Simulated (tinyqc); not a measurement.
# Circuit elements from the admittance matrix

Inverse problem. Y belongs to a common-source circuit with y11 = i w (Cgs + Cgd), y12 = -i w Cgd, y21 = gm - i w Cgd, y22 = gds + i w (Cgd + Cd) and a resistance Rg in series with the gate; w = 2 pi f. Find Rg, Cgs + Cgd, Cgd, gm, gds and Cd.

Values chosen for this exercise: signal frequency f = 2 GHz.

Y with Rg (mS):
```
                          1                          2
1  0.000112390+0.099808954i  -0.000020518-0.018221214i
2  2.368290570-0.020888054i   0.106578428+0.062690391i
```

Solution. 1/Y11 = Rg + 1/(i w (Cgs + Cgd)) gives Rg; removing it from Z11 returns the inner y, whose parts are read off.

Rg = 11.28 ohm
Cgs + Cgd = 7.943 fF
Cgd = 1.450 fF
gm = 2.368 mS
gds = 0.1066 mS
Cd = 3.500 fF

Computed by the program tinyqc: `OMP_NUM_THREADS=1 python tinyqc.py 2150140 2150141 out.jsonl`, one thread of a shared Intel Xeon 2.30GHz, about 0.01 s for the whole run.
